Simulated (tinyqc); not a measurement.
Model parameters from four stresses.

Problem. The threshold shift of a transistor under bias-temperature stress follows dV = A (V/V0)^g exp[-(Ea q/kB)(1/T - 1/T0)] (t/1 s)^n. Find n, A, g and Ea.

Values chosen for this exercise: reference stress voltage V0 = 2 V; reference temperature T0 = 373 K.

Constants: q = 1.602176634e-19 C, kB = 1.380649e-23 J/K. Results are converted to the units shown.

dV at (V0, T0, 10 s), (V0, T0, 1000 s), (1.7 V, T0, 1000 s) and (V0, 398 K, 1000 s) (mV): [42.167063, 110.91067, 69.229028, 148.68937]

Solution. Each pair differs in one condition, and the logarithm of its ratio gives one exponent.

n = 0.210
A = 26.0 mV
g = 2.90
Ea = 0.150 eV

tinyqc, about 0.01 s, one thread, Intel Xeon 2.30GHz (shared host): `OMP_NUM_THREADS=1 python tinyqc.py 2070003 2070004 out.jsonl`
